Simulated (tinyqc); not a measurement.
## Sub-threshold conduction and electro-thermal threshold of an amorphous chalcogenide: threshold against amorphous thickness

Trap-limited conduction: I = I0 exp(-Ea/kB T) sinh(q V dz/(2 ua kB T)), I0 = 2 q A Nt dz/ta. One lumped temperature T = T0 + Rt I V. The threshold is the largest V for which a steady state exists on the low-current branch.

The threshold is the first local maximum over T of the V that solves Rt I(V, T) V = T - T0. Rt is held fixed.

Inputs (values chosen for the exercise); values of the order of Ge-Sb-Te and related chalcogenides:

| symbol | value | unit | meaning |
|---|---|---|---|
| T0 | 358 | K | ambient temperature |
| A | 1700 | nm^2 | cross-section |
| dz | 8.6 | nm | distance between traps |
| Ea | 0.32 | eV | activation energy |
| Nt | 3.9e19 | cm^-3 | trap density |
| ta | 2e-14 | s | attempt time |
| Rt | 3.1 | K/uW | thermal resistance |

Constants: q = 1.602176634e-19 C, kB = 1.380649e-23 J/K. Results are converted to the units shown.

Threshold against amorphous thickness:
```
ua (nm)	Vth (V)	T - T0 (K)	Ith (uA)	field (MV/cm)
18	0.6046	105.6	56.36	0.3359
24	0.7567	96.78	41.26	0.3153
30	0.8991	91.09	32.68	0.2997
36	1.034	87.03	27.15	0.2872
42	1.163	83.94	23.29	0.2768
48	1.286	81.49	20.44	0.2680
54	1.405	79.48	18.24	0.2602
60	1.520	77.78	16.51	0.2534
```

What does the comparison show?

Vth rises from 0.605 to 1.52 V, as ua^(0.77), and the threshold field falls from 0.336 to 0.253 MV/cm; Ith falls from 56.4 to 16.5 uA. A power of 1 would mean a fixed threshold field.

Range of the model: Purely electronic switching mechanisms, filaments and series resistance are left out.

Program tinyqc, `OMP_NUM_THREADS=1 python tinyqc.py 2490042 2490043 out.jsonl`; Intel Xeon 2.30GHz, shared host, one thread, about 0.01 s.
